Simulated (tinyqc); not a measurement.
Inside a calculation. Method: RHF in the sto-3g basis, for H4, spin multiplicity 1. One step of it, computed by the program tinyqc.

Question. Iteration 1: diagonalisation and new density. Diagonalise F' = X^T F X, C = X C', fill 2 alpha and 2 beta electrons from the bottom; D = 2 C_occ C_occ^T. Each column has its largest component positive (the first on a tie).

Fock matrix F (hartree), order 1H 1s, 2H 1s, 3H 1s, 4H 1s:
```
[[-0.345394, -0.550549, -0.166187, -0.155007],
 [-0.550549, -0.345394, -0.155007, -0.166187],
 [-0.166187, -0.155007, -0.345394, -0.550549],
 [-0.155007, -0.166187, -0.550549, -0.345394]]
```

X, order 1H 1s, 2H 1s, 3H 1s, 4H 1s:
```
[[1.264688, -0.483720, -0.069123, 0.007031],
 [-0.483720, 1.264688, 0.007031, -0.069123],
 [-0.069123, 0.007031, 1.264688, -0.483720],
 [0.007031, -0.069123, -0.483720, 1.264688]]
```

Give: F' = X^T F X; orbital energies; coefficients C; D after iteration 1.

Answer.

F' = X^T F X (hartree):
```
[[0.056, -0.575, -0.100, -0.011],
 [-0.575, 0.056, -0.011, -0.100],
 [-0.100, -0.011, 0.056, -0.575],
 [-0.011, -0.100, -0.575, 0.056]]
```

orbital energies (hartree): [-0.629, -0.409, 0.542, 0.720]

coefficients C, order 1H 1s, 2H 1s, 3H 1s, 4H 1s:
```
[[0.359, 0.422, 0.836, 0.912],
 [0.359, 0.422, -0.836, -0.912],
 [0.359, -0.422, 0.836, -0.912],
 [0.359, -0.422, -0.836, 0.912]]
```

D after iteration 1, order 1H 1s, 2H 1s, 3H 1s, 4H 1s:
```
[[0.614, 0.614, -0.097, -0.097],
 [0.614, 0.614, -0.097, -0.097],
 [-0.097, -0.097, 0.614, 0.614],
 [-0.097, -0.097, 0.614, 0.614]]
```
